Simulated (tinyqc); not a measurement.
# p-type polysilicon, carrier trapping at grain boundaries: effects of single changes

One-dimensional grains of size Lg, uniform ionised doping N, monovalent traps Qt at each boundary at a depth Et below (for electrons) or above (for holes) the band edge there, abrupt depletion of width W on each side of a boundary, Boltzmann statistics. xi is the distance from the band edge at the grain centre to the Fermi level. Trapped charge Qt/(1 + exp((xi + VB - Et)/Vt)) = 2 N W, barrier VB = q N W^2/(2 eps0 eps_r).

Inputs (values chosen for the exercise); values of the order met in polycrystalline silicon: temperature T = 350 K; relative permittivity eps_r = 11.7; valence-band density of states at T NB = 3.34e19 cm^-3; grain size Lg = 31 nm; trap density of a grain boundary Qt = 9.7e11 cm^-2; depth of the trap level from the majority band edge at the boundary Et = 0.34 eV; mass for thermionic emission ms = 0.54 m0; correction factor of the emission rate fe = 0.12; mobility inside the grains mug = 77 cm^2/(V s); doping N = 6.6e16 cm^-3.

Constants: q = 1.602176634e-19 C, kB = 1.380649e-23 J/K, m0 = 9.1093837015e-31 kg, Vt = kB T/q, eps0 = 8.8541878128e-14 F/cm where lengths are in cm. Results are converted to the units shown.

Each table varies one quantity; the others keep the values above.

## Effect of the doping

If the trap equation with xi = Vt ln(NB/N) has a root W < Lg/2, the grain is partly depleted; otherwise W = Lg/2 and the trap equation gives xi = Et - VB + Vt ln(Qt/(N Lg) - 1). N* = Qt/Lg. n0 = NB exp(-xi/Vt); mean density n0 (1 - 2 W/Lg) by charge balance in a partly depleted grain, and n0 (sqrt(pi)/2) erf(u)/u with u = sqrt(VB/Vt) in a fully depleted one; v = sqrt(kB T/(2 pi ms m0)); barrier resistivity Vt exp(VB/Vt)/(q fe n0 v Lg); grain resistivity (1 - 2 W/Lg)/(q n0 mug); effective mobility 1/(q mean density total resistivity). Rows with xi above 0.45 V, towards mid-gap, are left out, since the other carrier type is ignored.

Effect of the doping:

| N (cm^-3) | N/N* | depleted share 2 W/Lg | VB (V) | xi (V) | mean density (cm^-3) | resistivity (ohm cm) | effective mobility (cm^2/(V s)) |
|---|---|---|---|---|---|---|---|
| 1.6e16 | 0.05113 | 1.000 | 0.002973 | 0.4251 | 2.444e13 | 5593 | 45.65 |
| 3.2e16 | 0.1023 | 1.000 | 0.005945 | 0.3996 | 5.525e13 | 2646 | 42.69 |
| 6.6e16 | 0.2109 | 1.000 | 0.01226 | 0.3675 | 1.499e14 | 1128 | 36.93 |
| 1.3e17 | 0.4155 | 1.000 | 0.02415 | 0.3261 | 5.287e14 | 424.1 | 27.83 |
| 2.8e17 | 0.8948 | 1.000 | 0.05202 | 0.2234 | 1.282e16 | 35.42 | 13.75 |
| 5.7e17 | 1.822 | 0.5478 | 0.03178 | 0.1228 | 2.578e17 | 0.7082 | 34.19 |
| 1.2e18 | 3.835 | 0.2606 | 0.01514 | 0.1003 | 8.873e17 | 0.2261 | 31.11 |
| 2.4e18 | 7.670 | 0.1303 | 0.007576 | 0.07942 | 2.087e18 | 0.09792 | 30.54 |
| 4.9e18 | 15.66 | 0.06385 | 0.003711 | 0.05789 | 4.587e18 | 0.04502 | 30.22 |
| 1e19 | 31.96 | 0.03129 | 0.001819 | 0.03637 | 9.687e18 | 0.02145 | 30.04 |

What does the table show?

As N goes from 1.6e16 to 1e19, VB goes from 0.00297 through a maximum of 0.0520 (at N = 2.8e17 among the rows listed) to 0.00182 V, the resistivity falls from 5590 to 0.0214 ohm cm and the effective mobility moves up and down between 13.7 and 45.6 cm^2/(V s). The steepest fall of the resistivity among the rows, as N^(-5.5), lies between N = 2.8e17 and 5.7e17 cm^-3; N* = 3.13e17 cm^-3. While the grain is fully depleted VB grows as N; once the traps are full it falls as 1/N. For N = 4.9e18, 1e19 xi is under 2.5 Vt, where Boltzmann statistics begin to fail. For N = 1.6e16, 3.2e16, 6.6e16, 1.3e17, 1.2e18, 2.4e18, 4.9e18, 1e19 VB is below Vt, where abrupt depletion and thermionic emission are rough. For N = 5.7e17 the grain is near the changeover between partial and full depletion, within a few Debye lengths, where both limits are rough.

## Effect of the grain size

Same model as above.

N* = Qt/Lg.

Effect of the grain size:

| Lg (nm) | N/N* | depleted share 2 W/Lg | VB (V) | xi (V) | mean density (cm^-3) | resistivity (ohm cm) | effective mobility (cm^2/(V s)) |
|---|---|---|---|---|---|---|---|
| 10 | 0.06804 | 1.000 | 0.001276 | 0.4177 | 3.189e13 | 1.280e4 | 15.29 |
| 17 | 0.1157 | 1.000 | 0.003687 | 0.3977 | 6.029e13 | 4202 | 24.63 |
| 31 | 0.2109 | 1.000 | 0.01226 | 0.3675 | 1.499e14 | 1128 | 36.93 |
| 53 | 0.3606 | 1.000 | 0.03584 | 0.3214 | 5.602e14 | 312.6 | 35.64 |
| 94 | 0.6396 | 1.000 | 0.1127 | 0.2100 | 1.442e16 | 56.02 | 7.727 |
| 160 | 1.089 | 0.6282 | 0.1289 | 0.1878 | 2.454e16 | 27.45 | 9.268 |
| 290 | 1.973 | 0.3466 | 0.1289 | 0.1878 | 4.312e16 | 15.69 | 9.223 |
| 500 | 3.402 | 0.2010 | 0.1289 | 0.1878 | 5.273e16 | 9.618 | 12.31 |

As Lg goes from 10 to 500, VB rises from 0.00128 to 0.129 V, the resistivity falls from 12800 to 9.62 ohm cm and the effective mobility moves up and down between 7.73 and 36.9 cm^2/(V s). For Lg = 10, 17, 31 VB is below Vt, where abrupt depletion and thermionic emission are rough. For Lg = 94 the grain is near the changeover between partial and full depletion, within a few Debye lengths, where both limits are rough.

tinyqc, about 0.01 s, one thread, Intel Xeon 2.30GHz (shared host): `OMP_NUM_THREADS=1 python tinyqc.py 2830312 2830313 out.jsonl`
